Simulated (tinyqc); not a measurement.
CID on RHF in the sto-3g basis, frozen core, for BeH+, spin multiplicity 1, step by step. One step of it, computed by the program tinyqc.

Task: CID: determinants and Hamiltonian. Slater-Condon rules over spin orbitals, with the nuclear repulsion and the energy of the frozen orbital added and E(HF) subtracted on the diagonal. Only determinants linked to the reference directly or through others are kept (one block of an abelian symmetry group), so some states are absent.

one-electron integrals dressed by the frozen orbital, h + 2 (pq|11) - (p1|1q) (hartree), lower triangle:
```
           2          3          4          5          6
2  -1.335322
3   0.064404  -0.886954
4   0.000000   0.000000  -0.868711
5   0.000000   0.000000   0.000000  -0.868711
6  -0.082245   0.070758   0.000000   0.000000  -0.507620
```

energy of the frozen orbital, 2 h_11 + (11|11) = -14.33166540 hartree

Two-electron integrals over orbitals (pq|rs), unique and non-zero (hartree); the lowest 1 orbital is frozen and left out:
```
(22|22) 0.561375    (32|22) -0.064404   (32|32) 0.027240    (33|22) 0.322638
(33|32) 0.022976    (33|33) 0.477690    (42|42) 0.042969    (43|42) 0.029819
(43|43) 0.053059    (44|22) 0.380213    (44|32) 0.012905    (44|33) 0.401766
(44|44) 0.449859    (52|52) 0.042969    (53|52) 0.029819    (53|53) 0.053059
(54|54) 0.024249    (55|22) 0.380213    (55|32) 0.012905    (55|33) 0.401766
(55|44) 0.401360    (55|55) 0.449859    (62|22) 0.082245    (62|32) -0.043730
(62|33) -0.024692   (62|44) -0.041729   (62|55) -0.041729   (62|62) 0.120887
(63|22) -0.057244   (63|32) 0.022461    (63|33) 0.058292    (63|44) 0.011806
(63|55) 0.011806    (63|62) -0.041941   (63|63) 0.044368    (64|42) -0.030771
(64|43) -0.016850   (64|64) 0.027967    (65|52) -0.030771   (65|53) -0.016850
(65|65) 0.027967    (66|22) 0.546496    (66|32) -0.060115   (66|33) 0.355028
(66|44) 0.383219    (66|55) 0.383219    (66|62) 0.108549    (66|63) -0.051914
(66|66) 0.577060
```

nuclear repulsion = 1.78474607 hartree

Hartree-Fock energy = -14.65618859 hartree

Give: determinants; H - E(HF) between determinants.

Result:

Occupation strings over the orbitals (2 doubly, a alpha, b beta, 0 empty; spin orbitals ordered 1a 1b 2a 2b ...): 220000 202000 20a00b 200200 200020 20b00a 200002

H - E(HF) between determinants (hartree), lower triangle:
```
        220000  202000  20a00b  200200  200020  20b00a  200002
220000   0.000
202000   0.027   0.813
20a00b  -0.044   0.129   1.070
200200   0.043   0.053  -0.017   0.822
200020   0.043   0.053  -0.017   0.024   0.822
20b00a   0.044  -0.129  -0.044   0.017   0.017   1.070
200002   0.121   0.044   0.019   0.028   0.028  -0.019   1.671
```
